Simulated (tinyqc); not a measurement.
What each parameter does: Kronig-Penney superlattice by transfer matrices.

Wells (width a, potential 0, mass mw) alternate with barriers (width b, height V0, mass mb); period d = a + b; c = hbar^2/2m0. The vector (psi, psi'/m) is continuous, and a layer of thickness t carries it by M = [[cos kt, (m/k) sin kt], [-(k/m) sin kt, cos kt]] with k = sqrt(m (E - V)/c); for E < V, k = i kappa gives [[cosh, (m/kappa) sinh], [(kappa/m) sinh, cosh]] of kappa t. A Bloch state obeys cos(q d) = tr(Mb Mw)/2.

Constants: hbar^2/2m0 = 3.80998211 eV angstrom^2.

Inputs chosen for the exercise (near those of a GaAs superlattice with barriers of AlGaAs; shifted at random, so the results belong to these values and not to a real crystal):

| symbol | value | unit | meaning |
|---|---|---|---|
| a | 57 | angstrom | well width |
| b | 27 | angstrom | barrier width |
| V0 | 0.316 | eV | barrier height |
| mw | 0.0677 | m0 | mass in the wells |
| mb | 0.0994 | m0 | mass in the barriers |

Bottom and width of the first miniband, the gap above it, and m_z = -2 c f'/d^2 with f = tr M/2.

One parameter was then changed.

Results before and after:

| case | bottom (eV) | width (meV) | gap (meV) | m_z (m0) |
|---|---|---|---|---|
| base | 0.0607 | 18.4 | 154.6 | 0.1440 |
| changed | 0.0589 | 16.9 | 147.6 | 0.1555 |

Which of these changes was made? (a) a = 63 angstrom; (b) mb = 0.0845 m0; (c) mw = 0.0745 m0; (d) V0 = 0.363 eV; (e) b = 23 angstrom.

Answer: (c) mw = 0.0745 m0. Of the candidates, run in turn, only this one gives the changed row.

All candidates:

| case | bottom (eV) | width (meV) | gap (meV) | m_z (m0) |
|---|---|---|---|---|
| base | 0.0607 | 18.4 | 154.6 | 0.1440 |
| a = 63 angstrom | 0.0537 | 15.0 | 140.0 | 0.1512 |
| b = 23 angstrom | 0.0575 | 25.4 | 146.3 | 0.1215 |
| V0 = 0.363 eV | 0.0653 | 15.7 | 169.7 | 0.1633 |
| mw = 0.0745 m0 | 0.0589 | 16.9 | 147.6 | 0.1555 |
| mb = 0.0845 m0 | 0.0621 | 22.3 | 149.8 | 0.1225 |

Computed by tinyqc, a small Python program: `OMP_NUM_THREADS=1 python tinyqc.py 1250856 1250857 out.jsonl` (the numbers bound the seed that draws the inputs); one thread of a shared host (Intel(R) Xeon(R) Processor @ 2.30GHz), about 0.07 s for the whole set of steps.
